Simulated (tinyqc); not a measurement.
Stretching all distances: RHF, UHF, MP2, CISD and CCSD against full CI in the 3-21g basis, for H3+, spin multiplicity 1. Computed by the program tinyqc with PySCF. 

Geometry (angstrom):

| atom | x | y | z |
|---|---|---|---|
| H | 0.0000 | 0.0000 | 0.0000 |
| H | 0.0000 | 0.0000 | 0.8480 |
| H | 0.0000 | 0.8080 | 0.4240 |

All coordinates are multiplied by the scale. c0^2 is the weight of the RHF determinant in the lowest singlet FCI state (UHF is spin-contaminated and may lie near states of higher spin) and n(LUMO) the first natural occupation beyond the occupied space.

Full CI energy (hartree) and errors against it (kcal/mol):

| scale | distance 1-2 (angstrom) | E(FCI) | RHF | UHF | MP2 | CISD | CCSD | <S^2> UHF | c0^2 | n(LUMO) |
|---|---|---|---|---|---|---|---|---|---|---|
| 1.000 | 0.848 | -1.29797 | 19.177 | 19.177 | 4.999 | 0.000 | 0.000 | 0.000 | 0.984 | 0.016 |
| 1.290 | 1.094 | -1.25816 | 22.067 | 22.067 | 6.381 | 0.000 | 0.000 | 0.000 | 0.973 | 0.029 |
| 1.580 | 1.340 | -1.20741 | 25.458 | 25.458 | 8.057 | 0.000 | 0.000 | 0.000 | 0.957 | 0.046 |
| 1.880 | 1.594 | -1.15810 | 30.401 | 29.537 | 10.199 | 0.000 | 0.000 | 0.194 | 0.934 | 0.070 |
| 2.170 | 1.840 | -1.11574 | 36.884 | 27.338 | 12.608 | 0.000 | 0.000 | 0.572 | 0.903 | 0.103 |
| 2.460 | 2.086 | -1.08060 | 44.959 | 21.621 | 14.980 | 0.000 | 0.000 | 0.792 | 0.865 | 0.145 |
| 2.750 | 2.332 | -1.05326 | 54.210 | 15.426 | 16.616 | 0.000 | 0.000 | 0.906 | 0.822 | 0.193 |

UHF parts from RHF first at scale 1.88 of those listed, where <S^2> leaves zero. The weight c0^2 goes from 0.98 to 0.82 and n(LUMO) from 0.02 to 0.19: static correlation grows as the bonds break into open-shell fragments. The spread of the error along the curve, which distorts its shape, is CISD 0.0, CCSD 0.0, MP2 11.6, UHF 14.1, RHF 35.0 kcal/mol. With two electrons CISD and CCSD are exact.
